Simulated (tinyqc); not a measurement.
## Pelgrom slope, floor and doping from two device sizes

Problem. s^2 = A^2/(L W) + s0^2, with s0 independent of size and A = (q/Cox) sqrt(Na Wd/3) from random dopants alone, Cox = 3.9 eps0/ti. Find A, s0 and Na.

Parameters, values chosen for the exercise:
- ti = 1.5 nm (oxide-equivalent thickness in inversion)

Constants: q = 1.602176634e-19 C, eps0 = 8.8541878128e-14 F/cm where lengths are in cm. Results are converted to the units shown.

s for gate areas 0.0025 and 0.022 um^2 (mV): 13.5053892  5.40783876
Wd = 45.3461068 nm

Answer. s^2 is linear in 1/area: slope A^2, intercept s0^2.

A = 0.6572 mV um
s0 = 3.100 mV
Na = 5.900e17 cm^-3

Computed by the program tinyqc: `OMP_NUM_THREADS=1 python tinyqc.py 2090118 2090119 out.jsonl`, one thread of a shared Intel Xeon 2.30GHz, about 0.01 s for the whole run.
